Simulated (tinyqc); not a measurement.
From results back to parameters: special k points of the fcc lattice. Five cases, with inputs chosen for the exercise.

Problem. E(k) = -sqrt(D^2 + (e0 - t A_1(k))^2) with A_1 = 12 at Gamma and A_1 = 0 at b1/2; t > 0 and D > 0 are hidden.

Case 1.

Values chosen: e0 = 0.94 eV (offset).
E at Gamma = -2.905116 eV
E at b1/2 = -1.694609 eV

Case 2.

Values chosen: e0 = 1.22 eV (offset).
E at Gamma = -2.605379 eV
E at b1/2 = -1.616168 eV

Case 3.

Values chosen: e0 = 1.15 eV (offset).
E at Gamma = -3.984934 eV
E at b1/2 = -3.156913 eV

Case 4.

Values chosen (out of a larger set: the lattice of Si, GaAs, Cu and Al; not measured data): e0 = 1.1 eV (offset).

E at Gamma = -2.036664 eV
E at b1/2 = -1.828004 eV

Case 5.

Values chosen (out of a larger set: the lattice of Si, GaAs, Cu and Al; not measured data): e0 = 1.99 eV (offset).

E at Gamma = -3.598694 eV
E at b1/2 = -2.758297 eV

Find: t; D.

Solution. The difference of the squares is 144 t^2 - 24 e0 t; it is positive, so the quadratic has one positive root t; D^2 follows from either energy.

Case 1.

t = 0.290 eV
D = 1.410 eV

Case 2.

t = 0.300 eV
D = 1.060 eV

Case 3.

t = 0.320 eV
D = 2.940 eV

Case 4.

t = 0.210 eV
D = 1.460 eV

Case 5.

t = 0.420 eV
D = 1.910 eV

Computed by tinyqc, one run a case: `OMP_NUM_THREADS=1 python tinyqc.py N N+1 out.jsonl` with N = 1650727, 1650926, 1651199, 1651229, 1651261; one thread of a shared Intel(R) Xeon(R) Processor @ 2.30GHz, about 0.2 s a run at most.
